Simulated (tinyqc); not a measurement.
Lateral field, substrate current, probability of reaching the oxide barrier and hot-carrier lifetime of a silicon transistor (pseudo-two-dimensional and lucky-electron models). Changing the channel length L. Computed by tinyqc, a small Python program. Command: `OMP_NUM_THREADS=1 python tinyqc.py 3023794 3023795 out.jsonl hotcar sweep`. One thread of a shared host (Intel(R) Xeon(R) Processor @ 2.30GHz), about 0.01 s of CPU time with the checks.

Local-field models: a lucky carrier gains its energy at the peak field over a path free of collisions. Voltages are magnitudes.

Inputs (values chosen for the exercise, modelled on a silicon p-channel):
```
quantity                                value                      unit
oxide thickness t                          34                        nm
junction depth x_j                        380                        nm
mobility mu                               100                cm^2/(V s)
saturation velocity v_s                  0.71                  1e7 cm/s
threshold voltage V_T                    0.66                         V
gate voltage V_G                           10                         V
drain voltage V_D                          18                         V
ionisation prefactor A_i              9.1e+06                      1/cm
ionisation field B_i                     3.56                     MV/cm
hot-carrier mean free path lambda         5.4                        nm
oxide barrier phi_b                       4.6                        eV
interface-trap threshold phi_it           4.7                        eV
lifetime constant H                       300  s microampere/micrometre
length of the depleted extension L_n      190                        nm
```

Drain: lightly doped extension.

Constants: eps_0 = 8.8541878128e-12 F/m.

Method:
- C_ox = 3.9 eps_0/t; F_sat = 2 v_s/mu; V_Dsat = V_ov F_sat L/(V_ov + F_sat L), V_ov = V_G - V_T; I_D/W = C_ox v_s (V_ov - V_Dsat).
- Scale length l = 0.22 t^(1/3) x_j^(1/2) (all in cm); F_m = sqrt(((V_D - V_Dsat)/l_e)^2 + F_sat^2), with l_e = l + L_n; length of the velocity-saturated region l_e ln((V_D - V_Dsat)/(l_e F_sat) + F_m/F_sat).
- Substrate current I_sub/I_D = (A_i/B_i)(V_D - V_Dsat) exp(-B_i/F_m); probability of reaching the oxide barrier exp(-phi_b/(e lambda F_m)); lifetime tau = (H/(I_D/W)) exp(phi_it/(e lambda F_m)).

One run for each value; columns: (1) channel length L (nm); (2) substrate current I_sub/W (microampere/micrometre); (3) peak field F_m (kV/cm); (4) V_Dsat (V); (5) lifetime tau (s):
```
(1)       (2)     (3)     (4)         (5)
760   0.51371  359.11  5.0068  3.2240e+10
1100  0.21979  339.67  5.8450  1.6001e+11
1500  0.10491  324.80  6.4929  6.3477e+11
2200  0.04244  308.97  7.1903  3.3168e+12
3100  0.01965  297.43  7.7051  1.3020e+13
4500  0.00909  287.58  8.1489  4.8679e+13
6400  0.00471  280.53  8.4696  1.4251e+14
```

Describe and explain the trends.

Over the rows, substrate current I_sub/W (microampere/micrometre) falls from 0.514 to 0.00471 (exponent d ln y / d ln x -2.3 between the first rows and -1.9 between the last); peak field F_m (kV/cm) falls from 359 to 281 (exponent d ln y / d ln x -0.15 between the first rows and -0.070 between the last); V_Dsat (V) rises from 5.01 to 8.47 (exponent d ln y / d ln x 0.42 between the first rows and 0.11 between the last). At fixed t and x_j a shorter channel lowers V_Dsat, leaving more voltage for the pinch-off region, and carries more current. Left out: 530 (the saturated region would fill the channel).

Caution (rows 760): the saturated region fills most of the channel, so the split into two regions is rough.

Extremes, crossings and ranges named in words are read from the listed rows.
